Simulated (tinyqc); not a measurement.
Inside a calculation: localisation in a chain with random site energies (transfer matrices). Values are carried at full precision from step to step, so a last printed digit may differ when a step is redone from the rounded ones.

Hopping -t; leads with site energy 0, E = -2t cos(ka). psi_(j+1) = ((e_j - E)/t) psi_j - psi_(j-1), a product of matrices M_j = [[(e_j - E)/t, -1], [1, 0]]. For M = M_N ... M_1 the transmission is T = 4 sin^2(ka)/|M21 - M12 + M22 exp(ika) - M11 exp(-ika)|^2. Long samples draw e_j = W (x_j/2147483647 - 1/2) from x_j = 16807 x_(j-1) mod 2147483647, starting at x0. The localisation length xi, in sites, is defined by ln T = -2N/xi on average; weak disorder gives xi = 24 (4t^2 - E^2)/W^2, and the mean free path for backscattering is xi/2.

Inputs chosen for the exercise:
- t = 1.31 eV (hopping)
- E = -0.33 eV (energy)
- e = (-0.19, 0.19, 0.72, 0.42, -0.92, 0.67, 0.65, -0.05, 0.76, -0.87) eV (site energies of the short sample)
- W = 1.86 eV (full width of the disorder)
- a = 4.7 angstrom (spacing)

## The product of transfer matrices

Multiply site by site and give T for each length.

Running product:

| j | (e_j - E)/t | M11 | M12 | M21 | M22 | T |
|---|---|---|---|---|---|---|
| 1 | 0.1069 | 0.1069 | -1.0000 | 1.0000 | 0.0000 | 0.9947 |
| 2 | 0.3969 | -0.9576 | -0.3969 | 0.1069 | -1.0000 | 0.9793 |
| 3 | 0.8015 | -0.8744 | 0.6818 | -0.9576 | -0.3969 | 0.9637 |
| 4 | 0.5725 | 0.4570 | 0.7873 | -0.8744 | 0.6818 | 0.9980 |
| 5 | -0.4504 | 0.6686 | -1.0364 | 0.4570 | 0.7873 | 0.9026 |
| 6 | 0.7634 | 0.0534 | -1.5785 | 0.6686 | -1.0364 | 0.7287 |
| 7 | 0.7481 | -0.6286 | -0.1444 | 0.0534 | -1.5785 | 0.8201 |
| 8 | 0.2137 | -0.1878 | 1.5476 | -0.6286 | -0.1444 | 0.8166 |
| 9 | 0.8321 | 0.4724 | 1.4321 | -0.1878 | 1.5476 | 0.6330 |
| 10 | -0.4122 | -0.0070 | -2.1379 | 0.4724 | 1.4321 | 0.4020 |

T is 0.4020 for the whole sample and does not fall steadily (it rises at j = 4 and 7): reflected waves interfere. The determinant of M stays 1.

## The same sites added without interference

One site alone reflects R_j = e_j^2/(e_j^2 + 4t^2 - E^2); incoherent addition sums R/(1 - R), and T = 1/(1 + sum).

R_j: 0.0053  0.0053  0.0713  0.0254  0.1113  0.0623  0.0589  0.0004  0.0788  0.1008

sum of R/(1 - R) = 0.5657
T without interference = 0.6387

The coherent product gives 0.4020 for this sample.

## Weak-disorder lengths

Form ka, xi, xi a and the mean free path xi a/2.

ka = 1.4445 rad
xi = 46.86 sites

lengths (nm): localisation 22.026, mean free path 11.013

The formula needs xi well above one site.

## Checks

- T from the product against the Green function: both 0.40202.

Computed by tinyqc, a small Python program: `OMP_NUM_THREADS=1 python tinyqc.py 1480726 1480727 out.jsonl` (the numbers bound the seed that draws the inputs); one thread of a shared host (Intel(R) Xeon(R) Processor @ 2.30GHz), about 0.07 s for the whole set of steps.
